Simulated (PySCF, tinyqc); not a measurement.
Worked calculation: RHF in the sto-3g basis, for H4, spin multiplicity 1. The lowest restricted solution is unstable here: a spin-polarised one lies 0.0497 hartree lower (PySCF). One step of it, computed by the program tinyqc.

Task: Iteration 1: building the Fock matrix. J_ij = sum D_kl (ij|kl), K_ij = sum D_kl (ik|jl); F = H + J - 0.5 K; E = tr D H + tr D J / 2 - 0.25 tr D K + E_nn.

D at the start:
```
          1H 1s     2H 1s     3H 1s     4H 1s
1H 1s  0.951556  0.082727  0.067794  0.025638
2H 1s  0.082727  0.951556  0.025638  0.067794
3H 1s  0.067794  0.025638  0.951556  0.082727
4H 1s  0.025638  0.067794  0.082727  0.951556
```

core Hamiltonian H = T + V (hartree):
```
           1H 1s      2H 1s      3H 1s      4H 1s
1H 1s  -1.480968  -0.701739  -0.441731  -0.243155
2H 1s  -0.701739  -1.480968  -0.243155  -0.441731
3H 1s  -0.441731  -0.243155  -1.480968  -0.701739
4H 1s  -0.243155  -0.441731  -0.701739  -1.480968
```

Two-electron integrals (ij|kl) in chemists' order, unique and non-zero (hartree):
```
(11|11) 0.774606   (21|11) 0.210195   (21|21) 0.079745   (22|11) 0.405189
(22|21) 0.210195   (22|22) 0.774606   (31|11) 0.118642   (31|21) 0.036209
(31|22) 0.077906   (31|31) 0.028631   (32|11) 0.049792   (32|21) 0.019683
(32|22) 0.054015   (32|31) 0.012568   (32|32) 0.006898   (33|11) 0.328721
(33|21) 0.110548   (33|22) 0.261461   (33|31) 0.118642   (33|32) 0.054015
(33|33) 0.774606   (41|11) 0.054015   (41|21) 0.019683   (41|22) 0.049792
(41|31) 0.012568   (41|32) 0.006765   (41|33) 0.049792   (41|41) 0.006898
(42|11) 0.077906   (42|21) 0.036209   (42|22) 0.118642   (42|31) 0.018929
(42|32) 0.012568   (42|33) 0.077906   (42|41) 0.012568   (42|42) 0.028631
(43|11) 0.110548   (43|21) 0.041896   (43|22) 0.110548   (43|31) 0.036209
(43|32) 0.019683   (43|33) 0.210195   (43|41) 0.019683   (43|42) 0.036209
(43|43) 0.079745   (44|11) 0.261461   (44|21) 0.110548   (44|22) 0.328721
(44|31) 0.077906   (44|32) 0.049792   (44|33) 0.405189   (44|41) 0.054015
(44|42) 0.118642   (44|43) 0.210195   (44|44) 0.774606
```

nuclear repulsion = 2.04061166 hartree

Give: Coulomb J; exchange K; Fock matrix F; total energy of this density.

Result:

Coulomb J (hartree):
```
        1H 1s   2H 1s   3H 1s   4H 1s
1H 1s  1.7693  0.6424  0.3938  0.2082
2H 1s  0.6424  1.7693  0.2082  0.3938
3H 1s  0.3938  0.2082  1.7693  0.6424
4H 1s  0.2082  0.3938  0.6424  1.7693
```

exchange K (hartree):
```
        1H 1s   2H 1s   3H 1s   4H 1s
1H 1s  0.9070  0.4828  0.3113  0.2130
2H 1s  0.4828  0.9070  0.2130  0.3113
3H 1s  0.3113  0.2130  0.9070  0.4828
4H 1s  0.2130  0.3113  0.4828  0.9070
```

Fock matrix F (hartree):
```
         1H 1s    2H 1s    3H 1s    4H 1s
1H 1s  -0.1652  -0.3008  -0.2036  -0.1415
2H 1s  -0.3008  -0.1652  -0.1415  -0.2036
3H 1s  -0.2036  -0.1415  -0.1652  -0.3008
4H 1s  -0.1415  -0.2036  -0.3008  -0.1652
```

total energy of this density = -1.365328 hartree

This density is the starting one; it is not idempotent, so its energy is not variational and may lie below the converged one.
